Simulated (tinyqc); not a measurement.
From results back to parameters: shallow acceptor in the spherical four-band model. Two cases, with inputs chosen for the exercise.

Problem. The binding energy of the ground state was computed from a hidden mu.

The ground state 1S3/2 has an L = 0 part f(r) and an L = 2 part g(r). In units of Ry* and a*, with Gaussians f_i = exp(-a_i r^2), g_i = r^2 exp(-a_i r^2), A = a_i + a_j and I(n) = Gamma((n + 1)/2)/(2 A^((n + 1)/2)): S_ff = I(2), S_gg = I(6), H_ff = (6 a_i a_j/A) I(2) - 2 I(1), H_gg = (14 a_i a_j/A) I(6) - 2 I(5), H_fg = -mu [15 I(2) - 20 a_j I(4) + 4 a_j^2 I(6)]; each function is then normalised. The split-off band is left out.

Converged values use 22 exponents 2.2^i, i = -7 to 14, for f and for g.

Case 1.

Ry* = 4.013 meV
binding energy = 8.954 meV

Case 2.

Ry* = 4.510 meV
binding energy = 10.661 meV

Find: binding in Ry*; mu; heavy/light mass ratio (1 + mu)/(1 - mu).

Solution. The binding in Ry* rises steadily with mu, so bisection finds one value.

Case 1.

binding in Ry* = 2.231
mu = 0.762
heavy/light mass ratio (1 + mu)/(1 - mu) = 7.4

Case 2.

binding in Ry* = 2.364
mu = 0.778
heavy/light mass ratio (1 + mu)/(1 - mu) = 8.0

Computed by tinyqc, one run a case: `OMP_NUM_THREADS=1 python tinyqc.py N N+1 out.jsonl` with N = 1250693, 1250744; one thread of a shared Intel(R) Xeon(R) Processor @ 2.30GHz, about 0.05 s a run at most.
